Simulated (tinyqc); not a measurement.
Internal photoemission over an interface barrier: one step of the calculation.

Electrons are excited from a metal over the barrier Phi(F) = P0 - sqrt(q F/(4 pi eps0 ei)), whose top lies at xm = sqrt(q/(16 pi eps0 ei F)). The yield is Y = A (hv - Phi)^p exp(-xm/l), with A = 1 here.

Question. Threshold from a spectrum. The yields were made at this field with a scatter of 2 %. Fit Y^(1/n) on hv by least squares for n = 2 and n = 3; the zero of the line is the threshold.

| point | hv (eV) | Y |
|---|---|---|
| 0 | 1.45 | 0.01668 |
| 1 | 1.58 | 0.06057 |
| 2 | 1.71 | 0.1339 |
| 3 | 1.84 | 0.2212 |
| 4 | 1.97 | 0.3428 |
| 5 | 2.1 | 0.4922 |

Wanted: Y^(1/2); Y^(1/3); threshold for n = 2; threshold for n = 3.

Answer.

| point | Y^(1/2) | Y^(1/3) |
|---|---|---|
| 0 | 0.12915 | 0.25550 |
| 1 | 0.24611 | 0.39272 |
| 2 | 0.36592 | 0.51160 |
| 3 | 0.47032 | 0.60478 |
| 4 | 0.58549 | 0.69986 |
| 5 | 0.70157 | 0.78955 |

threshold for n = 2 = 1.2995 eV
threshold for n = 3 = 1.1053 eV

Numbers from tinyqc (`OMP_NUM_THREADS=1 python tinyqc.py 2410022 2410023 out.jsonl`; about 0.01 s on one thread of a shared Intel Xeon 2.30GHz).
